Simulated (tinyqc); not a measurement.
Worked calculation: heavy doping: gap narrowing, degeneracy and the minority density. Values are carried at full precision from step to step, so a last printed digit may differ when a step is redone from the rounded ones.

Empirical narrowing (Slotboom form, constants chosen for the exercise; published fits of this form give the apparent narrowing, here it is taken as the true one): dEg = E0 [ln(N/N0) + sqrt(ln(N/N0)^2 + C)].

Constants: kB = 8.617333262e-05 eV/K; e^2/(4 pi eps0) = 14.39964547 eV angstrom.

Inputs chosen for the exercise (gap and densities of states near those of Ge at this temperature; narrowing constants of the size fitted for Si, not for this material; shifted at random, so the results belong to these values and not to a real crystal):
```
symbol  value     unit    meaning
N       5.6e+17   1/cm^3  ionised acceptors, equal to the majority density
E0      9.07      meV     narrowing scale
N0      8.3e+16   1/cm^3  onset density
C       0.5               smoothing constant
Nv      3.71e+18  1/cm^3  valence-band density of states
Eg      0.681     eV      gap
Nc      7.72e+18  1/cm^3  conduction-band density of states
T       250       K
eps     15.7              dielectric constant
Mv      1                 majority valleys
```

## Gap narrowing

Evaluate at N.

ln(N/N0) = 1.9091
dEg (empirical fit) = 35.78 meV

Well above N0 each decade of doping adds 2 E0 ln 10 = 41.8 meV.

## Degeneracy of the majority band

F_j(eta) = (1/Gamma(j + 1)) integral_0^infinity x^j dx/(1 + exp(x - eta)), which tends to exp(eta) for eta << 0.

Majority: N = Nv F_1/2(eta), eta the distance of EF beyond the majority band edge in kT. Degeneracy factor gam = F_1/2(eta)/exp(eta). ni0^2 = Nc Nv exp(-Eg/kT); product n p = ni0^2 gam exp(dEg/kT), dEg the true narrowing; apparent narrowing dEa = dEg + kT ln gam; minority density = n p/N.

Solve for eta and form gam.

N/Nv = 0.1509
eta = -1.8376
gam = 0.9481

## Product and minority density

Combine both effects.

ni0 = 7.32e+11 1/cm^3
exp(dEg/kT) = 5.26
dEa = 34.6 meV
sqrt(n p) = 1.63e+12 1/cm^3
minority density = 4.77e+06 1/cm^3

Narrowing multiplies the product by 5.26 and degeneracy by 0.948; together they change the minority density by a factor 4.99 against ni0^2/N.

## Two estimates of the size

Two physical estimates, e2 = e^2/(4 pi eps0), N in 1/angstrom^3: exchange shift at the Fermi level, Ex = (e2/eps) kF/pi with kF = (3 pi^2 N/Mv)^(1/3); screened-pair energy (Lanyon-Tuft), Es = (3/4)(e2/eps) qs with qs^2 = (4 pi e2 N/(eps kT)) F_-1/2(eta)/F_1/2(eta).

Evaluate both at N.

kF = 0.02550 1/angstrom
Ex = 7.44 meV
Es = 11.60 meV

Against the fitted dEg = 35.8 meV, Ex is 0.21 and Es 0.32 times as large; each keeps one mechanism only, and Ex assumes a strongly degenerate gas, while here eta is only -1.84.

## Checks

- Minority density against the Boltzmann occupation of the other band at the narrowed gap (1/cm^3): both 4.771e+06.

tinyqc: `OMP_NUM_THREADS=1 python tinyqc.py 1651116 1651117 out.jsonl`; about 0.02 s, one thread, shared Intel(R) Xeon(R) Processor @ 2.30GHz.
